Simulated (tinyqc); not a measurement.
Dielectric constant under pressure: Penn model of the dielectric constant and Phillips ionicity.

n = 32/a^3; Ep^2 = 8 pi c e2 n with c = hbar^2/2m0, e2 = e^2/(4 pi eps0); EF = c (3 pi^2 n)^(2/3); eps = 1 + (Ep/Eg)^2 S with S = 1 - Eg/(4 EF) + (Eg/(4 EF))^2/3, Eg the Penn gap. Core d shells are left out.

Phillips: bond length d = sqrt(3) a/4; homopolar gap Eh = 39.74 d^(-2.48) eV (d in angstrom); Eg^2 = Eh^2 + C^2; ionicity fi = C^2/Eg^2.

Constants: hbar^2/2m0 = 3.80998211 eV angstrom^2; e^2/(4 pi eps0) = 14.39964547 eV angstrom.

Inputs chosen for the exercise (out of a larger set: near those of InP; not measured data): a = 5.846 angstrom (cubic lattice constant, 32 valence electrons a cell); C0 = 3.16 eV (ionic gap, held fixed).

The lattice constant is scaled by the factor listed; C = C0.

Results:
```
factor  Eh (eV)  Eg (eV)  Ep (eV)    eps     fi
0.94      4.630    5.605   16.306  8.526  0.318
0.96      4.394    5.412   15.799  8.571  0.341
0.98      4.175    5.236   15.318  8.597  0.364
0.99      4.071    5.154   15.087  8.603  0.376
1.00      3.971    5.075   14.861  8.603  0.388
1.01      3.874    4.999   14.641  8.599  0.400
1.02      3.781    4.927   14.426  8.591  0.411
1.04      3.603    4.792   14.012  8.560  0.435
```

What does the comparison show, and why?

d ln eps/d ln a = -0.02 around factor 1: eps rises under compression. Ep^2 goes as a^-3 and Eh^2 as a^-4.96; with C fixed Eg^2 goes as a^-3.04 at fi = 0.388, and leaving S aside the two powers balance at fi = 0.395. The slope is a difference of two powers and the model omits d shells and any change of C, so it is no prediction for a real crystal; eps from C0 (row 1.00) need not match a measured ei.

tinyqc: `OMP_NUM_THREADS=1 python tinyqc.py 1680841 1680842 out.jsonl`; about 0.01 s, one thread, shared Intel(R) Xeon(R) Processor @ 2.30GHz.
